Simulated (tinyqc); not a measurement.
Modes across the composition range: two-mode optical phonons of a ternary alloy from two coupled oscillators. Computed by tinyqc, a small Python program. Command: `OMP_NUM_THREADS=1 python tinyqc.py 3010792 3010793 out.jsonl twomode walk`. One thread of a shared host (Intel(R) Xeon(R) Processor @ 2.30GHz), about 0.01 s of CPU time with the checks.

An alloy A(x)B(1-x)C has an A-C and a B-C bond oscillator. Each TO frequency moves linearly from the impurity mode (dilute end) to the TO of the pure crystal; each strength is proportional to the number of bonds.

Inputs (values chosen for the exercise, for a model alloy): omega_TO of pure AC = 765 1/cm; omega_LO of pure AC = 864 1/cm; omega_TO of pure BC = 406 1/cm; omega_LO of pure BC = 492 1/cm; eps_inf of AC = 10.8; eps_inf of BC = 10.8; impurity mode of A in BC = 723 1/cm; impurity mode of B in AC = 405 1/cm.

Method:
- omega_1 = (impurity mode of A) + x (omega_TO,AC - impurity mode of A); omega_2 = (impurity mode of B) + (1 - x)(omega_TO,BC - impurity mode of B); eps_inf = x eps_AC + (1 - x) eps_BC; strengths W_1 = x eps_AC (omega_LO,AC^2 - omega_TO,AC^2), W_2 = (1 - x) eps_BC (omega_LO,BC^2 - omega_TO,BC^2).
- eps(omega) = eps_inf + W_1/(omega_1^2 - omega^2) + W_2/(omega_2^2 - omega^2) = 0 is the eigenproblem of the matrix [[omega_1^2 + W_1/eps_inf, sqrt(W_1 W_2)/eps_inf], [sqrt(W_1 W_2)/eps_inf, omega_2^2 + W_2/eps_inf]] for omega_LO^2.
- The polar coupling of mode j is c_j = (u_j . sqrt(W))^2/(eps_inf^2 omega_j^2), u_j its eigenvector and omega_j here its LO frequency; the c_j add up to 1/eps_inf - 1/eps_s. Froehlich constant alpha_j = (e^2/(4 pi eps_0)) c_j k_j/(2 E_j), E_j = h c omega_j, k_j = sqrt(m* E_j/(hbar^2/(2 m_0))).

Frequencies (1/cm):
```
x     TO, A-C  TO, B-C  lower LO  upper LO  coupling share of the upper LO   eps_s
0.02   723.84   405.98    489.54    726.65                         0.03060  15.826
0.10   727.20   405.90    480.31    740.62                         0.13919  15.686
0.20   731.40   405.80    469.79    756.94                         0.25344  15.503
0.35   737.70   405.65    455.57    779.65                         0.39964  15.215
0.50   744.00   405.50    442.65    800.80                         0.53152  14.909
0.65   750.30   405.35    430.66    820.76                         0.66031  14.588
0.80   756.60   405.20    419.33    839.79                         0.79492  14.250
0.90   760.80   405.10    412.08    852.05                         0.89243  14.016
0.98   764.16   405.02    406.40    861.63                         0.97749  13.825
```

The upper LO moves from 726.6 to 861.6 and the lower from 489.5 to 406.4 per cm. At each dilute end one LO-TO pair closes onto an impurity mode. The upper LO shifts by +1.37 per cm for each per cent of x near the middle, which is how Raman spectra measure composition. Its share of the polar coupling passes one half between x = 0.35 and 0.5.
